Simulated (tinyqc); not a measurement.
Gas flow in a process chamber: flow regimes, conductance, effective pumping speed, pump-down, outgassing and purge: one step, computed by the program tinyqc.

Ideal gas, isothermal flow, a pump of constant speed at the end of a round pipe; process gas, volume gas and outgassing are given the same properties. 1 sccm = 101325 Pa x 1e-6 m^3/60 s x T/273.15 K.

Question. Molecular flow. Mean speed c = sqrt(8 k_B T/(pi m)); aperture conductance C_a = c pi d^2/16; molecular pipe C_m = C_a/(1 + 3 l/(4 d)) (Dushman form); viscous pipe C_v = pi d^4 p_mean/(128 eta l); Knudsen interpolation C = C_v + C_m (1 + x)/(1 + 1.24 x), x = d p_mean sqrt(m/(k_B T))/eta. Effective speed 1/S_eff = 1/S + 1/C_m; time constant V/S_eff; pressure at which the free path k_B T/(sqrt2 pi d_m^2 p) equals d.

Inputs (values chosen for the exercise, modelled on hydrogen near room temperature):
```
quantity            value   unit
molar mass M        2.016  g/mol
molecular diameter   0.27     nm
temperature T         350      K
chamber volume V      210      L
pipe diameter d        16     cm
pipe length l          11     cm
pump speed S          120    L/s
```

Constants: k_B = 1.380649e-23 J/K; u = 1.6605390666e-27 kg.

Give: mean speed c; C_a; C_m; S_eff in molecular flow; time constant; pressure where the free path equals d.

Answer.

mean speed c = 1917 m/s

C_a = 9637 L/s

C_m = 6358 L/s

S_eff in molecular flow = 117.8 L/s

time constant = 1.783 s

pressure where the free path equals d = 0.09325 Pa

The pipe passes on 98 % of the pump speed.
